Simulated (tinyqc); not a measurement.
# Thermal stress, cracking, delamination and buckling of a thin film; Griffith cracks and misfitting inclusions, step by step

A worked calculation. Computed by tinyqc, a small Python program that keeps every step. Command: `OMP_NUM_THREADS=1 python tinyqc.py 3004219 3004220 out.jsonl filmcrack walk`. One thread of a shared host (Intel(R) Xeon(R) Processor @ 2.30GHz), about 0.01 s of CPU time with the checks. Intermediate numbers are printed to about 6 digits and carried at full precision; extremes and crossings named in words are read from the listed rows.

Isotropic linear elasticity; the substrate is much thicker than the film; stress is positive in tension.

Inputs (values chosen for the exercise, for a model film): film Young's modulus E = 65.8 GPa; film Poisson ratio nu = 0.18; film expansion alpha_f = 0.765 1e-6/K; substrate expansion alpha_s = 3 1e-6/K; deposition temperature T_d = 600 K; final temperature T = 300 K; intrinsic stress = 40 MPa; film thickness h = 1.9 micrometre; half width of a debonded strip w = 19 micrometre; substrate Young's modulus E_s = 149 GPa; substrate Poisson ratio nu_s = 0.22; flaw half length a = 4.5 micrometre; substrate surface energy gamma_s = 1.9 J/m^2; inclusion radius R = 0.12 micrometre.

Inclusion: sphere.

## Stress in the film

Thermal strain = (alpha_f - alpha_s)(T_d - T); stress = E/(1 - nu) x strain + intrinsic stress; plane-strain modulus Ebar = E/(1 - nu^2); G0 = stress^2 h/(2 Ebar) is the energy freed per area when a long strip loses its stress across its width.

thermal strain = -6.70500e-04

film stress = -13.8035 MPa

Ebar = 68.0033 GPa

G0 = 0.00266179 J/m^2

The film ends in compression; the thermal part is -53.8 MPa.

## Elastic mismatch

Dundurs alpha = (Ebar - Ebar_s)/(Ebar + Ebar_s), with Ebar_s = E_s/(1 - nu_s^2). The channel-crack factor is taken as g = 1.258 (1 - alpha)^(-0.7), a rough interpolation chosen for the exercise (1.258 is the value for matched materials).

Dundurs alpha = -0.394400

factor g = 0.996803

The stiffer substrate holds the crack faces and lowers the driving force.

## Buckling of a debonded strip

A strip of half width w clamped at both edges buckles at sigma_c = (pi^2/12) Ebar (h/w)^2. Above it: height = h sqrt((4/3)(|s|/sigma_c - 1)), driving force at the edges G = G0 (1 - sigma_c/|s|)(1 + 3 sigma_c/|s|); below it both are 0. The smallest strip that buckles has w0 = pi h sqrt(Ebar/(12 |s|)).

buckling stress sigma_c = 559.305 MPa

blister height = 0 micrometre

driving force at the edges = 0 J/m^2

smallest buckling half width w0 = 120.944 micrometre

The strip stays flat, and a flat strip in compression frees no energy at its edges.

## Griffith crack in the substrate

Through crack of length 2a in plane strain: K_Ic = sqrt(2 gamma_s E_s/(1 - nu_s^2)); fracture stress = K_Ic/sqrt(pi a). An edge crack of depth a has K larger by 1.1215.

toughness K_Ic = 0.771361 MPa m^0.5

fracture stress, inner crack = 205.152 MPa

fracture stress, edge crack = 182.927 MPa

The inner crack lowers the strength to 1.4 % of the ideal E_s/10.

## A misfitting inclusion

Film material fills a sphere of radius R in the substrate, with the misfit e = thermal strain (it wants to shrink if e > 0). Radial stress at the wall s0 = e/[(1 - 2 nu)/E + (1 + nu_s)/(2 E_s)]; inside it is uniform and hydrostatic; outside s_rr = s0 (R/r)^3, s_tt = -s_rr/2. Keep-out radius: where |s_rr| falls to 10 MPa (R if it is lower at the wall).

radial stress at the wall s0 = -48.5152 MPa

mean stress inside = -48.5152 MPa

keep-out radius = 0.203146 micrometre

The stress does not depend on R; its reach scales with R.

## Film, cylinder and sphere at the same misfit

Thermal misfit e alone, mean stress = trace/3 and largest difference of principal stresses inside. Film: E e/(1 - nu) in two directions, 0 in the third. Cylinder: s0 = (1 + nu) e/[(1 + nu)(1 - 2 nu)/E + (1 + nu_s)/E_s] twice and s_zz = E e + 2 nu s0. Sphere: e/[(1 - 2 nu)/E + (1 + nu_s)/(2 E_s)] three times.

Stresses inside (MPa):
```
shape           s1        s2        s3      mean  largest difference
film      -53.8035  -53.8035    0.0000  -35.8690             53.8035
cylinder  -40.2332  -40.2332  -58.6028  -46.3564             18.3697
sphere    -48.5152  -48.5152  -48.5152  -48.5152              0.0000
```

The mean stress in size is 36 MPa in the film, 46 in the cylinder and 49 in the sphere, while the largest difference, twice the largest shear stress, goes from 54 through 18 to 0. In a ductile solid shear can relax by slip and hydrostatic stress cannot.

Checks made by the program: fracture stress against the maximum of 4 a gamma - pi a^2 s^2/Ebar (relative difference 4e-09).
